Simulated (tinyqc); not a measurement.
Parabolic quantum dot in a magnetic field (Fock-Darwin), step by step. Values are carried at full precision from step to step, so a last printed digit may differ when a step is redone from the rounded ones.

Two dimensions, V = m w0^2 r^2/2, one valley. hbar wc = 2 muB B/m, W = sqrt(w0^2 + wc^2/4), E(n, l, s) = (2n + |l| + 1) hbar W - l hbar wc/2 + s gs muB B, n = 0, 1, ..., l = 0, +/-1, ..., s = +/-1/2; length lam = sqrt(2c/(m hbar W)), c = hbar^2/2m0.

Constants: muB = 5.788381798e-05 eV/T; hbar^2/2m0 = 3.80998211 eV angstrom^2; e^2/(4 pi eps0) = 14.39964547 eV angstrom.

Values chosen for the exercise (near those of a gate-defined dot in InGaAs; not measured data):
- m = 0.0467 m0 (mass)
- gs = -3.08 (g factor)
- w0 = 3.7 meV (confinement energy hbar w0)
- B = 1.3 T (magnetic field)
- Ec = 3.3 meV (charging energy e^2/C)
- eps = 13.5 (dielectric constant)

## Energy and length scales

Give hbar wc, hbar W, the two mode energies hbar W +/- hbar wc/2, the Zeeman energy |gs| muB B and lam.

hbar wc = 3.2227 meV
hbar W = 4.0356 meV

modes (meV): [5.6470, 2.4243]

Zeeman energy = 0.2318 meV
lam = 201.1 angstrom

The product of the modes is w0^2 = 13.69 meV^2 at any field. These two lines are all that far-infrared light sees, whatever the number of electrons (Kohn theorem).

## Orbital levels

The eight lowest (n, l) from E = (2n + |l| + 1) W - l wc/2.

Levels:
```
(n,l)   E (meV)
(0,0)     4.036
(0,1)     6.460
(0,2)     8.884
(0,-1)    9.683
(0,3)    11.309
(1,0)    12.107
(0,4)    13.733
(1,1)    14.531
```

## Addition spectrum

Constant interaction: mu(N) = E_N + (N - 1/2) Ec with the spin-resolved levels filled in order; the addition energy is mu(N + 1) - mu(N).

Filling:
```
N   state added  E_N (meV)  mu(N) (meV)  addition energy (meV)
1        (0,0)+      3.920        5.570                  3.532
2        (0,0)-      4.152        9.102                  5.493
3        (0,1)+      6.344       14.594                  3.532
4        (0,1)-      6.576       18.126                  5.493
5        (0,2)+      8.768       23.618                  3.532
6        (0,2)-      9.000       27.150                  3.867
7       (0,-1)+      9.567       31.017                  3.532
8       (0,-1)-      9.798       34.548                  4.694
9        (0,3)+     11.193       39.243                  3.532
10       (0,3)-     11.424       42.774                  3.867
```

The largest addition energy falls at N = 2 and 4; at zero field it peaks at the closed shells 2, 6 and 12. Exchange, which the model lacks, would favour parallel spins near level crossings. Ec is an independent input that includes screening by the gates.

## Singlet and triplet of two electrons

Two electrons, first order in the Coulomb energy: the singlet (0,0)^2 has 2W + J0 and the lowest triplet (0,0)(0,1) has 3W - wc/2 + J0/2 - Ez, with J0 = sqrt(pi/2) q/(eps lam), q = e^2/(4 pi eps0), Ez = |gs| muB B.

Give J0, the triplet less the singlet, and J0/W.

J0 = 6.648 meV
E(T) - E(S) = -1.132 meV
J0/W = 1.65

The triplet is lower at this order. J0 exceeds W, so first order overstates the interaction and the result is only a guide.

## The same without perturbation theory

Exact treatment: the centre of mass separates with energy W, and the relative motion obeys [-(2c/m) Laplacian + (2c/m) r^2/(2 lam^2)^2 + q/(eps r)] psi = e_l psi for angular number l, solved in 14 Gaussians r^l exp(-a r^2), a = 1.7^i/(4 lam^2), i = -3 to 10. E(S) = W + e_0, E(T) = W + e_1 - wc/2 - Ez.

Solve for e_0 and e_1.

e_0, e_1 (meV): [9.06, 11.19]

first-order values W + J0 and 2W + J0/2 (meV): [10.68, 11.40]

E(T) - E(S), exact = 0.28 meV

First order overshoots e_0 by 1.62 meV and e_1 by only 0.21 meV, since the singlet gains more by keeping the electrons apart; it therefore favours the triplet by 1.42 meV too much. Of these two the singlet is lower, against the first-order answer.

## Checks

- e_0 at W = 2 Ry m/eps^2, where it is exactly 2W, as a ratio e_0/W: both 2.000.
- Level (0,1) from the radial equation by finite differences against the formula, meV: both 6.46.

Computed by tinyqc, a small Python program: `OMP_NUM_THREADS=1 python tinyqc.py 1252513 1252514 out.jsonl` (the numbers bound the seed that draws the inputs); one thread of a shared host (Intel(R) Xeon(R) Processor @ 2.30GHz), about 0.04 s for the whole set of steps.
